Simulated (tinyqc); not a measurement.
Changing the share f_2 of kappa: heat flow across a film from the phonon Boltzmann equation in the relaxation-time approximation. Computed by tinyqc, a small Python program. Command: `OMP_NUM_THREADS=1 python tinyqc.py 3020528 3020529 out.jsonl slabbte sweep`. One thread of a shared host (Intel(R) Xeon(R) Processor @ 2.30GHz), about 0.03 s of CPU time with the checks.

Two black walls, hot at x = 0 and cold at x = L, emit phonons isotropically. For one free path Lambda, with tau = x/Lambda, tau_L = L/Lambda and phi = (T - T_cold)/Delta T, energy balance gives phi(tau) = (1/2) [E2(tau) + int_0^tau_L phi(s) E1(|tau - s|) ds]; E_n are the exponential integrals. The flux over the ballistic flux C v Delta T/4 is psi = 1 - 2 int_0^tau_L phi(s) E2(s) ds, and kappa_eff/kappa = (3/4) tau_L psi. kappa = C v Lambda/3 is an input, so at fixed kappa a longer free path means a smaller C v.

Inputs (values chosen for the exercise, modelled on germanium): bulk conductivity kappa = 60 W/(m K); film thickness L = 500 nm; wall temperature difference Delta T = 6 K; free path Lambda_1 = 120 nm; free path Lambda_2 = 1200 nm; free path Lambda_3 = 6600 nm; share f_3 of kappa = 0.17.

Free-path groups: three.

Method:
- Cut the film into n equal cells with constant phi, collocated at the centres c_i: the kernel integrates to A_ij = |E2(|c_i - e_j|) - E2(|c_i - e_(j+1)|)|/2 for cell edges e_j, and A_ii = 1 - E2(half a cell); solve (1 - A) phi = E2(c)/2; psi = 1 - 2 sum_j phi_j [E3(e_j) - E3(e_(j+1))].
- Each group is solved on its own with 150 and 300 cells, psi = (4 psi(300) - psi(150))/3, and weighted by its share of kappa (f_1 is what the others leave); exchange of energy between groups inside the film is left out.
- Flux J = kappa_eff Delta T/L; apparent boundary resistance per wall (L/kappa_eff - L/kappa)/2.

One run for each value:
```
share f_2 of kappa  kappa_eff/kappa  apparent resistance per wall (m^2 K/GW)  flux J (GW/m^2)
0.02                        0.61768                                   2.5790          0.44473
0.12                        0.56618                                   3.1925          0.40765
0.32                        0.46320                                   4.8288          0.33350
0.42                        0.41170                                   5.9539          0.29643
0.52                        0.36021                                   7.4007          0.25935
0.62                        0.30871                                   9.3302          0.22227
```

Give the missing row, share f_2 of kappa = 0.22.

Computed row:
```
share f_2 of kappa  kappa_eff/kappa  apparent resistance per wall (m^2 K/GW)  flux J (GW/m^2)
0.22                        0.51469                                   3.9288          0.37058
```

Interpolating between the two neighbouring rows (the first column on a logarithmic scale, the others too where they are positive) misses most in apparent resistance per wall (m^2 K/GW), by 4.9 %. Over the rows, kappa_eff/kappa falls from 0.618 to 0.309 (exponent d ln y / d ln x -0.049 between the first rows and -0.88 between the last); apparent resistance per wall (m^2 K/GW) rises from 2.58 to 9.33 (exponent d ln y / d ln x 0.12 between the first rows and 1.3 between the last); flux J (GW/m^2) falls from 0.445 to 0.222 (exponent d ln y / d ln x -0.049 between the first rows and -0.88 between the last). Moving conductivity from short to long free paths at fixed kappa makes more of it vulnerable to the walls.
